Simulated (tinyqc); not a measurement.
# Depletion-mode phase shifter in a rib waveguide and its Mach-Zehnder modulator: what changes with what

A lateral p-n junction at x0 in a waveguide whose mode intensity is a Gaussian of rms width s about x = 0; p side at smaller x. Reverse bias removes carriers and raises the index. Abrupt junction, doping uniform over the whole mode, lumped electrode (no travelling-wave effects).

Values chosen for this exercise; values close to those of silicon near 1550 nm:

| symbol | value | unit | meaning |
|---|---|---|---|
| lam | 1550 | nm | wavelength |
| eps_r | 11.7 |  | relative permittivity of the semiconductor |
| Na | 4.1e17 | cm^-3 | acceptor density |
| Nd | 1.4e18 | cm^-3 | donor density |
| Vb | 0.86 | V | built-in voltage |
| s | 130 | nm | rms width of the lateral mode intensity |
| x0 | -40 | nm | junction offset towards the n side |
| G | 0.99 |  | vertical confinement times ng/n |
| hr | 150 | nm | rib height |
| Cf | 56 | pF/m | fringe capacitance |
| Rs | 7.4 | ohm mm | series resistance |
| V | 2 | V | reverse bias |
| a0 | 1.8 | dB/cm | passive loss |

Constants: q = 1.602176634e-19 C, eps0 = 8.8541878128e-14 F/cm where lengths are in cm. Results are converted to the units shown.

Each table varies one quantity; the others keep the values above.

## Scaling both dopings

Free-carrier changes (empirical, N and P in cm^-3): |dn| = 8.5e-18 P^0.8 for holes, 8.8e-22 N for electrons; absorption 6e-18 P and 8.5e-18 N in 1/cm. W = sqrt(2 eps0 eps_r (Vb + V)(1/Na + 1/Nd)/q); edges xp = x0 - W Nd/(Na + Nd), xn = x0 + W Na/(Na + Nd); F(x) = [1 + erf(x/(sqrt(2) s))]/2. dneff = G {dn_h [F(xp(0)) - F(xp(V))] + dn_e [F(xn(V)) - F(xn(0))]}; VpiL = lam V/(2 dneff); loss = a0 + 4.343 G {a_h F(xp) + a_e [1 - F(xn)]} dB/cm at V; C = eps0 eps_r hr/W + Cf; fRC = 1/(2 pi Rs C). Nd = 3.414634146 Na in every row.

Scaling both dopings:
```
Na (cm^-3)     dneff  VpiL (V cm)  loss (dB/cm)  VpiL x loss (V dB)  C (pF/m)  fRC (GHz)
5e16        2.935e-5        5.281         4.370               23.08     106.2      202.4
9.4e16      5.129e-5        3.022         7.387               22.32     124.9      172.2
1.7e17      7.797e-5        1.988         12.96               25.76     148.7      144.7
3.3e17      1.141e-4        1.359         25.30               34.37     185.1      116.2
6.1e17      1.540e-4        1.006         47.68               47.99     231.5      92.90
1.1e18      1.998e-4       0.7759         87.80               68.12     291.7      73.73
2.1e18      2.611e-4       0.5936         171.1               101.6     381.6      56.35
4e18        3.377e-4       0.4589         331.5               152.1     505.4      42.55
```

As Na goes from 5e16 to 4e18 cm^-3, VpiL falls from 5.28 to 0.459 V cm, the loss rises from 4.37 to 332 dB/cm, their product goes from 23.1 through a minimum of 22.3 (at Na = 9.4e16 cm^-3 among the rows listed) to 152 V dB and fRC falls from 202 to 42.6 GHz. Rs is held fixed, though in a real device it falls with doping. For Na = 1.1e18 to 4e18 cm^-3 the peak field passes 0.7 MV/cm, near breakdown of such junctions.

## Effect of the reverse bias

Same model as above.

Result of one run:
```
V (V)     dneff  VpiL (V cm)  loss (dB/cm)  VpiL x loss (V dB)  C (pF/m)  fRC (GHz)
4.4    2.136e-4        1.597         29.71               47.44     162.1      132.7
```

What becomes of these results when the reverse bias V is changed from 4.4 to 0.5 V, all else the same?

Result of the changed run:
```
V (V)     dneff  VpiL (V cm)  loss (dB/cm)  VpiL x loss (V dB)  C (pF/m)  fRC (GHz)
0.5    4.193e-5       0.9242         33.39               30.86     264.7      81.26
```

The whole series:
```
V (V)     dneff  VpiL (V cm)  loss (dB/cm)  VpiL x loss (V dB)  C (pF/m)  fRC (GHz)
0.5    4.193e-5       0.9242         33.39               30.86     264.7      81.26
1.3    9.251e-5        1.089         32.36               35.24     221.6      97.07
2.1    1.319e-4        1.234         31.53               38.90     197.4      108.9
2.9    1.644e-4        1.367         30.82               42.13     181.5      118.5
3.6    1.889e-4        1.477         30.28               44.71     171.2      125.6
4.4    2.136e-4        1.597         29.71               47.44     162.1      132.7
5.2    2.354e-4        1.712         29.20               50.00     154.9      138.9
6      2.549e-4        1.824         28.73               52.42     148.9      144.4
```

As V goes from 0.5 to 6 V, VpiL rises from 0.924 to 1.82 V cm, the loss falls from 33.4 to 28.7 dB/cm, their product rises from 30.9 to 52.4 V dB and fRC rises from 81.3 to 144 GHz. dneff goes as V^(0.73) on average, slower than linearly since W grows as a square root. For V = 4.4 to 6 V the peak field passes 0.7 MV/cm, near breakdown of such junctions.

## Effect of the junction offset towards the n side

Same model as above.

The same in every row: C (pF/m) = 199.9; fRC (GHz) = 107.6.

Effect of the junction offset towards the n side:
```
x0 (nm)     dneff  VpiL (V cm)  loss (dB/cm)  VpiL x loss (V dB)
-150     5.574e-5        2.781         44.80               124.6
-105     8.450e-5        1.834         40.04               73.45
-60      1.150e-4        1.348         34.32               46.25
-15      1.405e-4        1.103         28.27               31.19
30       1.539e-4        1.007         22.67               22.84
75       1.510e-4        1.027         18.18               18.66
120      1.326e-4        1.169         15.07               17.62
165      1.041e-4        1.489         13.28               19.77
```

As x0 goes from -150 to 165 nm, VpiL goes from 2.78 through a minimum of 1.01 (at x0 = 30 nm among the rows listed) to 1.49 V cm, the loss falls from 44.8 to 13.3 dB/cm, their product goes from 125 through a minimum of 17.6 (at x0 = 120 nm among the rows listed) to 19.8 V dB and fRC stays at 108 GHz. In the row of smallest VpiL the p-side edge moves from -15.8 to -53.5 nm and the n-side edge from 43.4 to 54.5 nm, against s = 130 nm.

Numbers from tinyqc (`OMP_NUM_THREADS=1 python tinyqc.py 2650008 2650009 out.jsonl`; about 0.01 s on one thread of a shared Intel Xeon 2.30GHz).
